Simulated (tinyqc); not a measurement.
Linear model of a band gap against the share of exact exchange, step by step. Values are carried at full precision from step to step, so a last printed digit may differ when a step is redone from the rounded ones.

E(alpha) = E0 + S alpha. A wider gap screens less, modelled in the Penn form eps(alpha) = 1 + (e0 - 1)(EP/(EP + S alpha))^2 with a scale EP chosen for the exercise. A dielectric-dependent hybrid takes alpha = 1/eps.

Inputs chosen for the exercise (of the order of those of HfO2; the results hold for these values, not for the real material):
```
symbol   value  unit  meaning
E0       4.11   eV    gap of the semi-local functional
S        8.94   eV    slope dE/d(alpha)
e0       4.91         optical dielectric constant at alpha = 0
EP       19     eV    energy scale of the screening
Et       5.68   eV    target gap
a_start  0.25         starting alpha
fv       0.67         share of the opening taken by the valence edge
Ed       1.69   eV    defect level above the semi-local valence top
cd       0            shift of the level per unit opening, on the scale of the mean potential
```

## Fixed shares

Gap, error against the target and eps for alpha = 0, 0.25 and 1/e0; and the alpha that meets the target, (Et - E0)/S.

Results:
```
alpha   E (eV)  E - Et (eV)    eps
0.0000   4.110       -1.570  4.910
0.2500   6.345        0.665  4.130
0.2037   5.931        0.251  4.256
```

alpha for the target = 0.1756

A quarter of exact exchange overshoots the target by 0.67 eV: the material needs 0.176, and 1/e0 = 0.204 lies closer to it than 0.25 does.

## Self-consistent share

Iterate alpha -> 1/eps(alpha) seven times from a_start. The fixed point solves alpha eps(alpha) = 1; the contraction factor there is 2 (eps - 1) S/((EP + S alpha) eps^2).

Iterates:
```
step    alpha     eps  E (eV)
0     0.25000  4.1303  6.3450
1     0.24212  4.1511  6.2745
2     0.24090  4.1544  6.2636
3     0.24071  4.1549  6.2619
4     0.24068  4.1550  6.2617
5     0.24068  4.1550  6.2616
6     0.24068  4.1550  6.2616
7     0.24068  4.1550  6.2616
```

fixed point = 0.24068
contraction factor = 0.1545

The factor is positive, so the iterates approach from one side, the error shrinking to 0.15 of itself each step; the gap is within 0.01 eV of its limit from step 2. Self-consistency moves the gap by +0.331 eV against the one-shot choice 1/e0, since a wider gap screens less.

## Band edges and a deep level

The opening c = S alpha lowers the valence top by fv c and raises the conduction edge by (1 - fv) c, both against the mean potential; the level moves by cd c. Use the fixed point. Compare with stretching the level in proportion to the gap and with pinning it to either edge.

opening c = 2.152 eV

shifts of the valence and conduction edges (eV): -1.442  0.710

level above the valence top = 3.132 eV
level below the conduction edge = 3.130 eV

level above the valence top: stretched, tied to the valence edge, tied to the conduction edge (eV): 2.575  1.690  3.842

The three recipes err by -0.56, -1.44 and +0.71 eV against alignment through the mean potential. A localised level with cd = 0 stays put while the edges move away from it.

## Checks

- Fixed point by bisection against 60 substitutions: both 0.24068.

Program tinyqc; command `OMP_NUM_THREADS=1 python tinyqc.py 1850576 1850577 out.jsonl`; about 0.01 s on one thread of a shared Intel(R) Xeon(R) Processor @ 2.30GHz.
